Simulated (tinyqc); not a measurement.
Inside a calculation. Model: ferroelectric with a first-order transition, Landau-Devonshire energy.

Numbers from tinyqc (`OMP_NUM_THREADS=1 python tinyqc.py 2860027 2860028 out.jsonl`; about 0.01 s on one thread of a shared Intel Xeon 2.30GHz). Printed values are rounded.

One domain with free energy u = al P^2 + be P^4 + ga P^6 - E P, al = a0 (T - T0), be < 0 < ga (P in uC/cm^2, E in kV/cm, u in mJ/cm^3). Equilibrium: E = 2 al P + 4 be P^3 + 6 ga P^5; a state is stable against small changes where dE/dP > 0. The coercive field is that of uniform switching, which real films, switching by domains, do not reach.

Parameters, values chosen for the exercise:
- a0 = 0.021 kV cm/(uC K) (slope of the quadratic coefficient)
- T0 = 700 K (Curie-Weiss temperature)
- be = -0.0014 kV cm^5/uC^3 (quartic coefficient)
- ga = 2.5e-6 kV cm^9/uC^5 (sixth-order coefficient)
- T = 650 K (temperature)
- Ea = 21 kV/cm (applied field)

Constants: eps0 = 8.8541878128e-14 F/cm where lengths are in cm. Results are converted to the units shown.

## Spontaneous polarisation, coercive field and susceptibility

Ps^2 = [-be + sqrt(be^2 - 3 al ga)]/(3 ga); Pc^2 = [-3 be + sqrt(9 be^2 - 15 al ga)]/(15 ga), Ec = -E(Pc); susceptibility chi = 1/(eps0 dE/dP).

al = -1.05 kV cm/uC
Ps = 24.5929 uC/cm^2
u(Ps) at E = 0 = -594.072 mJ/cm^3
Pc = 17.7018 uC/cm^2
Ec = 42.1643 kV/cm
chi at Ps = 744.311

## Transition temperatures

TC = T0 + be^2/(4 a0 ga), where u(Ps) = u(0); T1 = T0 + be^2/(3 a0 ga), where the polar minimum disappears. At TC the polarisation jumps from sqrt(-be/(2 ga)) to zero, with latent heat TC a0 Ps^2.

TC = 709.333 K
T1 = 712.444 K
jump of P = 16.7332 uC/cm^2
latent heat = 4.17088 J/cm^3

Thermal hysteresis can span T0 to T1, 12.4 K.

## Iteration 1: polarisation on the upper branch by Newton steps

P at the start = 24.6 uC/cm^2

f = 2 al P + 4 be P^3 + 6 ga P^5 - Ea, f' = 2 al + 12 be P^2 + 30 ga P^4, P(new) = P - f/f'.

f = -20.8922 kV/cm
f' = 15.1997 kV cm/uC
P after iteration 1 = 25.9745 uC/cm^2

## Iteration 2: polarisation on the upper branch by Newton steps

As before.

f = 3.66588 kV/cm
f' = 20.7045 kV cm/uC
P after iteration 2 = 25.7975 uC/cm^2

## Course of the iteration: polarisation on the upper branch by Newton steps

Stop when P changes by less than 1e-10 uC/cm^2, or after 40 iterations. The rule counts as met only at the stable state of positive P.

Course of the iteration:
```
iteration  P (uC/cm^2)  |change| (uC/cm^2)
1              25.9745                1.37
2              25.7975               0.177
3              25.7940             3.42e-3
4              25.7940             1.26e-6
5              25.7940            1.67e-13
```

Converged in 5 iterations. At the end the number of correct digits about doubles with each step. There chi = 567.
